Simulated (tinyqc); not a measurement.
Internal loss and injection efficiency from two cavity lengths.

Inverse problem. The differential efficiency of both facets obeys 1/eta_d = (1/eta)[1 + 2 ai Lc/ln(1/(R1 R2))]. Find eta and ai.

Values chosen for this exercise: front reflectance R1 = 0.3; back reflectance R2 = 0.9.

differential efficiency at Lc = 750 and 1875 um: [0.74850041, 0.58494011]

Answer. 1/eta_d is linear in Lc: the intercept is 1/eta, and slope over intercept is 2 ai/ln(1/(R1 R2)).

eta = 0.920
ai = 2.00 1/cm

Numbers from tinyqc (`OMP_NUM_THREADS=1 python tinyqc.py 2840131 2840132 out.jsonl`; about 0.01 s on one thread of a shared Intel Xeon 2.30GHz).
